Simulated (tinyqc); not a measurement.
# Front-illuminated p-i-n photodiode, quantum efficiency and bandwidth, step by step

tinyqc, about 0.01 s, one thread, Intel Xeon 2.30GHz (shared host): `OMP_NUM_THREADS=1 python tinyqc.py 2250003 2250004 out.jsonl` Printed values are rounded.

Light enters through a p layer (0 to xp), a depleted layer (xp to xp + wi) and a thick n substrate, decaying as exp(-al x); one pass, no back reflection. Carriers made in the depleted layer are all collected; those in the neutral layers diffuse.

Parameters, values chosen for the exercise; values close to those of gallium arsenide at this wavelength:
```
symbol,value,unit,meaning
lam,850,nm,wavelength
al,9620,1/cm,absorption coefficient
Rf,0.3,,reflectance of the front face
eps_r,12.9,,relative permittivity
xp,0.93,um,thickness of the front p layer
wi,0.49,um,thickness of the depleted layer
Dn,59,cm^2/s,electron diffusion coefficient in the p layer
Ln,2.6,um,electron diffusion length in the p layer
S,5e5,cm/s,recombination velocity of the front surface
Lp,5.5,um,hole diffusion length in the thick n substrate
ve,8.2e6,cm/s,electron drift velocity
vh,5.56e6,cm/s,hole drift velocity
dia,87,um,diameter
RL,50,ohm,load resistance
Cp,60,fF,parasitic capacitance
f,56,GHz,modulation frequency
```

Constants: q = 1.602176634e-19 C, h = 6.62607015e-34 J s, c = 299792458 m/s, eps0 = 8.8541878128e-14 F/cm where lengths are in cm. Results are converted to the units shown.

## Quantum efficiency

k = al Ln, s = S Ln/Dn, e = exp(-al xp); front layer f1 = (k/(k^2 - 1)) {[s + k - e (s cosh(xp/Ln) + sinh(xp/Ln))]/[s sinh(xp/Ln) + cosh(xp/Ln)] - k e}; depleted layer f2 = e (1 - exp(-al wi)); substrate f3 = e exp(-al wi) al Lp/(1 + al Lp); external efficiency (1 - Rf)(f1 + f2 + f3); responsivity = efficiency q lam/(h c).

s = 2.20339
f1 = 0.428833
f2 = 0.153631
f3 = 0.214563
external efficiency = 0.557919
responsivity = 0.382493 A/W

The front layer absorbs 59.1 % of the light that enters and collects 72.5 % of that. Diffusion from the neutral layers makes up 80.7 % of the current.

## Response at one frequency

Drift response for pairs made in the depleted layer, a = al wi, g = 1 - exp(-a), u = 2 pi i f, te = wi/ve, th = wi/vh: electrons He = [g - a (exp(-a) - exp(-u te))/(u te - a)]/(u te g), holes Hh = [g - a (1 - exp(-a - u th))/(a + u th)]/(u th g); C = eps0 eps_r pi (dia/2)^2/wi + Cp; total |He + Hh|/sqrt(1 + (2 pi f RL C)^2), for the current of the depleted layer alone.

te = 5.97561 ps
th = 8.81295 ps
He = 0.357749-0.311298i
Hh = 0.206489-0.287786i
|He + Hh| = 0.822962
C = 1445.70 fF
total response = 0.0323316

The drift response alone falls to 1/sqrt(2) at 75.0 GHz and the RC term alone at 2.20 GHz; together they give 2.20 GHz.
